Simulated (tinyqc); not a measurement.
# Band bending at a free surface with a continuum of surface states, surface photovoltage and Kelvin probe, step by step

Computed by the program tinyqc: `OMP_NUM_THREADS=1 python tinyqc.py 2430126 2430127 out.jsonl`, one thread of a shared Intel Xeon 2.30GHz, about 0.01 s for the whole run. Printed values are rounded.

n-type bulk, xi = Ec - EF = Vt ln(Nc/Nd), p0 = ni^2/Nd, ni = sqrt(Nc Nv) exp(-Eg/(2 Vt)), Eg in volts. b is the upward band bending, u = b/Vt. Space charge per area, in units of q: Qc = sign(b) sqrt((2 eps0 eps_r Vt/q) [(Nd + dn)(exp(-u) - 1) + Nd u + (p0 + dn)(exp(u) - 1)]), with dn the excess density under light (flat quasi-Fermi levels; 0 in the dark). The states hold -Ds (E0 - xi - b): negative while the Fermi level lies above the neutrality level. Neutrality: Qc + Qf + (charge of the states) = 0.

Inputs (values chosen for the exercise); band and dielectric values close to those of germanium:
- T = 350 K (temperature)
- Eg = 0.653 eV (band gap)
- eps_r = 16.3 (relative permittivity)
- Nc = 1.31e19 cm^-3 (conduction-band density of states at T)
- Nv = 7.64e18 cm^-3 (valence-band density of states at T)
- chi = 4.06 eV (electron affinity)
- Nd = 3.1e17 cm^-3 (donor density)
- Qf = 0 cm^-2 (fixed positive charge at the surface)
- pt = 4.42 eV (work function of the probe tip)
- Ds = 2.2e13 cm^-2 eV^-1 (density of surface states)
- E0 = 0.33 eV (depth of their neutrality level below the conduction edge)
- dn = 7.4e12 cm^-3 (excess carrier density under light)

Constants: q = 1.602176634e-19 C, kB = 1.380649e-23 J/K, Vt = kB T/q, eps0 = 8.8541878128e-14 F/cm where lengths are in cm. Results are converted to the units shown.

## Bulk quantities

xi, ni, p0, the Debye length sqrt(eps0 eps_r Vt/(q Nd)) and the flat-band work function chi + xi.

xi = 0.1129154 eV
ni = 1.989708e14 cm^-3
p0 = 1.277076e11 cm^-3
Debye length = 9.361654 nm
chi + xi = 4.172915 eV

## Iteration 1: band bending in the dark

b at the start = 0.17 V

Fixed-point step: b(new) = E0 - xi - (Qc(b) + Qf)/Ds.

b after iteration 1 = 0.1768988 V

## Iteration 2: band bending in the dark

As before.

b after iteration 2 = 0.1759232 V

## Course of the iteration

Stop when b changes by less than 1e-10 V, or after 40 iterations.

Course of the iteration:
```
iteration      b (V)  change (V)
1          0.1768988     6.90e-3
2          0.1759232     9.76e-4
3          0.1760598     1.37e-4
4          0.1760406     1.92e-5
5          0.1760433     2.68e-6
6          0.1760430     3.76e-7
7          0.1760430     5.28e-8
8          0.1760430     7.40e-9
9          0.1760430     1.04e-9
10         0.1760430    1.45e-10
11         0.1760430    2.04e-11
```

Converged in 11 iterations. The step multiplies the error by -(dQc/db)/Ds = -0.14.

## Work function and Kelvin-probe reading

converged b = 0.1760430 V

Work function chi + xi + b; contact potential difference CPD = (work function of the sample) - pt. Depth of EF below Ec at the surface: xi + b. Depletion width Qc/Nd.

xi + b = 0.2889584 eV
Qc = 9.029162e11 cm^-2
Qc/Nd = 29.12633 nm
work function = 4.348958 eV
CPD = -71.04165 mV

The Fermi level lies 41.0 meV above the neutrality level.

## Surface photovoltage

Under chopped light the surface charge keeps its dark value, so b falls to bL with Qc(bL, dn) = Qc(b, 0); the photovoltage is b - bL. Qc rises with b, so bL follows by bisection.

bL = 0.1757990 V
photovoltage = 0.2439829 mV
share of b removed = 0.1385928 %
excess holes at the surface, dn exp(bL/Vt) = 2.515510e15 cm^-3
